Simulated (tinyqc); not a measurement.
What moves the results: six-band k.p model of the valence band of a wurtzite crystal. A value that a table varies takes the place of the one given here.

At k = 0: E1 = D1c + D2c + Te + Le (pure HH); E2, E3 = Le + u +/- sqrt(u^2 + 2 D3c^2), u = (D1c - D2c + Te)/2, D1c = Dcr, D2c = D3c = Dso/3. The weight of LH in state 2 is fL = (E2 - Le)^2/((E2 - Le)^2 + 2 D3c^2). Relative strengths of transitions to the conduction band: for E perpendicular to c (TE) 1/2, fL/2, (1 - fL)/2; for E along c (TM) 0, 1 - fL, fL, with one momentum element for both directions.

Strain of a c-plane layer: exx = eyy = e_par, ezz = -2 (C13/C33) e_par; Le = D1 ezz + D2 (exx + eyy), Te = D3 ezz + D4 (exx + eyy).

Conduction edge: Ec = (top of the unstrained valence band) + Eg + (a1 + D1) ezz + (a2 + D2)(exx + eyy).
Constants: kB = 8.617333262e-05 eV/K.

Inputs chosen for the exercise (of the order of those of hexagonal CdS; not measured data):
```
symbol  value   unit  meaning
Dcr     0.0291  eV    crystal-field splitting
Dso     0.0666  eV    spin-orbit splitting
Eg      2.566   eV    direct gap at Gamma from the top of the unstrained valence band
a1      -2.76   eV    gap potential along c
a2      -4.38   eV    gap potential in the plane
D1      -1.04   eV
D2      1       eV
D3      1.27    eV
D4      -2.9    eV
C13     50      GPa
C33     95      GPa
T       100     K     temperature
e_par   0.0078        exx = eyy of a c-plane layer
```

## Strain and the order of the valence edges

Edges from the unstrained top. Degree of polarisation (TE - TM)/(TE + TM), each state weighted by exp(E/kT) alone (equal densities of states).

Results:
```
e_par (%),E1 (meV),E2 (meV),E3 (meV),fL,lowest transition (eV),polarisation
-0.80,32.3,0.8,-88.9,0.857,2.5557,0.986
-0.60,24.3,-5.0,-85.1,0.810,2.5583,0.975
-0.40,16.2,-9.9,-82.0,0.746,2.5609,0.953
-0.20,8.1,-13.8,-80.0,0.660,2.5634,0.903
0.00,0.0,-16.3,-79.4,0.555,2.5660,0.778
0.20,-8.1,-17.2,-80.4,0.442,2.5686,0.496
0.40,-16.2,-16.5,-83.0,0.337,2.5711,0.020
0.60,-24.3,-14.5,-86.9,0.252,2.5640,-0.445
0.80,-32.3,-11.4,-91.8,0.188,2.5554,-0.709
```

E1 = E2 requires Dcr + Te = 0, which here falls at e_par = 0.41 %, inside the sweep: state 1 is on top for smaller e_par and state 2 beyond. The polarisation goes from +0.99 to -0.71 and changes sign between 0.40 and 0.60 %; the lowest transition moves by 0 meV per 1 % on average, not monotonically: it peaks at e_par = 0.40 % among these rows. The deformation potentials of this set are rough, and the small net slope can differ from measurement even in sign.

## Crystal field against spin-orbit coupling

No strain; Dcr is varied.

Results:
```
Dcr (meV),Dcr/Dso,E1 (meV),E2 (meV),E3 (meV),E1 - E2 (meV),E1 - E3 (meV),fL
-177.6,-2.67,-155.4,4.8,-204.6,-160.2,49.2,0.023
-88.8,-1.33,-66.6,8.3,-119.3,-74.9,52.7,0.065
-44.4,-0.67,-22.2,12.5,-79.1,-34.7,56.9,0.136
-22.2,-0.33,0.0,16.3,-60.7,-16.3,60.7,0.211
0.0,0.00,22.2,22.2,-44.4,0.0,66.6,0.333
22.2,0.33,44.4,31.4,-31.4,13.0,75.8,0.500
44.4,0.67,66.6,44.4,-22.2,22.2,88.8,0.667
88.8,1.33,111.0,79.1,-12.5,31.9,123.5,0.864
177.6,2.67,199.8,161.5,-6.1,38.3,205.9,0.964
```

At Dcr = 0 the cubic pattern returns: E1 = E2, E3 lies Dso = 66.6 meV lower and fL = 0.333 (1/3). For large positive Dcr, E1 - E2 tends to 2 Dso/3 = 44.4 meV (last row 38.3) and state 2 turns LH-like; for negative Dcr state 2 rises to the top and turns CH-like (98 % in the first row). In every row the two splittings add up to Dcr + Dso and multiply to (2/3) Dcr Dso.

## What each parameter does

Splittings at k = 0 under the strain, fL and the lowest transition. Each row changes one parameter from the base and keeps the others.

Results:
```
case,E1 - E2 (meV),E1 - E3 (meV),fL,lowest transition (eV)
base,-19.74,59.77,0.1933,2.5563
Dcr = 0.03492 eV,-15.11,60.96,0.2177,2.5609
a1 = -3.312 eV,-19.74,59.77,0.1933,2.5608
a2 = -5.256 eV,-19.74,59.77,0.1933,2.5426
e_par = 0.00936,-28.94,57.84,0.1549,2.5491
D3 = 1.524 eV,-21.43,59.37,0.1853,2.5567
D2 = 0.8 eV,-19.74,59.77,0.1933,2.5563
C33 = 114 GPa,-18.34,60.11,0.2003,2.5521
D4 = -2.32 eV,-12.61,61.69,0.2327,2.5543
```

The largest shifts from the base row, up to three for each result and ties (the steps differ in size, so this ranks the rows, not the parameters). E1 - E2 (meV): e_par -9.20, D4 +7.13, Dcr +4.63; unchanged at the printed digits by a1, a2 and D2. E1 - E3 (meV): e_par -1.93, D4 +1.92, Dcr +1.19; unchanged at the printed digits by a1, a2 and D2. fL: D4 +0.0394, e_par -0.0384, Dcr +0.0244; unchanged at the printed digits by a1, a2 and D2. lowest transition (eV): a2 -0.0137, e_par -0.0072, Dcr +0.0046; unchanged at the printed digits by D2. D1 and D2 shift all valence edges and the conduction edge alike, so they drop out of splittings and transitions.

Run: tinyqc, `OMP_NUM_THREADS=1 python tinyqc.py 1050287 1050288 out.jsonl`; Intel(R) Xeon(R) Processor @ 2.30GHz, one thread, shared host; about 0.01 s of CPU time with all checks.
